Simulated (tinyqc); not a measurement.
# Input admittance of a MOSFET at zero drain bias: distributed channel and distributed gate: effect of the channel length

Source and drain grounded, strong inversion, w = 2 pi f, Cox = eps0 eox/tox. The channel is an RC line of resistance 1/(mu Cox Vo) per square fed from both ends, so one finger has the intrinsic admittance y = i w Cox L tanh(g)/g per width, g = (1/2) sqrt(i w tau), tau = L^2/(mu Vo). The vertical resistance rv/L is in series with y, the overlaps 2 i w Cov in parallel: y_t = 1/(1/y + rv/L) + 2 i w Cov. The gate strip is a line of Rsh/L per length loaded by y_t, so a finger has Y = y_t Wf tanh(k)/k, k = (Wf/sd) sqrt(y_t Rsh/L); the device has Nf Y.

Low-frequency limits, with c = Cox L and ct = c + 2 Cov: R_strip = Rsh Wf/(3 sd^2 L Nf), R_ch = (c/ct)^2 L/(12 mu Cox Vo Wf Nf), R_vert = (c/ct)^2 rv/(L Wf Nf), C = ct Wf Nf. Z = 1/(Nf Y) = R + 1/(i w C), Q = |Im Z|/R, far-point signal |1/cosh k|.

Inputs (values chosen for the exercise); values of the order met in silicon radio-frequency transistors:
```
symbol  value        unit                                                                 meaning
eox       3.9              relative permittivity of the gate insulator (close to silicon dioxide)
tox       7.5          nm                                                     insulator thickness
Wf        1.6          um                                                            finger width
Nf          1                                                                   number of fingers
mu        280  cm^2/(V s)                                                        channel mobility
Vo       0.22           V                                                          gate overdrive
Rsh       3.6  ohm/square                                            sheet resistance of the gate
rv        2.3    ohm um^2                                  vertical resistivity of the gate stack
sd          2                                       number of ends at which a finger is contacted
Cov      0.17       fF/um                             overlap and fringe capacitance on each side
f         6.5         GHz                                                               frequency
```

Constants: eps0 = 8.8541878128e-14 F/cm where lengths are in cm. Results are converted to the units shown.

Results:

| L (um) | w tau | \|k\| | R (ohm) | low-frequency R (ohm) | C (fF) | Q | signal at the far point |
|---|---|---|---|---|---|---|---|
| 0.03 | 0.005967 | 0.03873 | 24.60 | 24.60 | 0.7650 | 1301 | 1.000 |
| 0.058 | 0.02230 | 0.03138 | 33.68 | 33.68 | 0.9713 | 748.4 | 1.000 |
| 0.11 | 0.08022 | 0.02691 | 81.36 | 81.36 | 1.354 | 222.2 | 1.000 |
| 0.22 | 0.3209 | 0.02405 | 232.3 | 232.3 | 2.164 | 48.71 | 1.000 |
| 0.42 | 1.170 | 0.02250 | 560.7 | 561.5 | 3.628 | 12.04 | 1.000 |
| 0.8 | 4.243 | 0.02093 | 1219 | 1233 | 6.237 | 3.222 | 0.9999 |
| 3 | 59.67 | 0.01092 | 2678 | 5248 | 8.149 | 1.122 | 1.000 |

Estimate the missing row, L = 1.6 um.

Computed row:

| L (um) | w tau | \|k\| | R (ohm) | low-frequency R (ohm) | C (fF) | Q | signal at the far point |
|---|---|---|---|---|---|---|---|
| 1.6 | 16.97 | 0.01577 | 2347 | 2686 | 8.885 | 1.174 | 0.9999 |

With this row back in the table: As L goes from 0.03 to 3, R rises from 24.6 to 2680 ohm, C goes from 0.765 through a maximum of 8.88 (at L = 1.6 among the rows listed) to 8.15 fF and Q falls from 1300 to 1.12.

Program tinyqc, `OMP_NUM_THREADS=1 python tinyqc.py 2262121 2262122 out.jsonl`; Intel Xeon 2.30GHz, shared host, one thread, about 0.01 s.
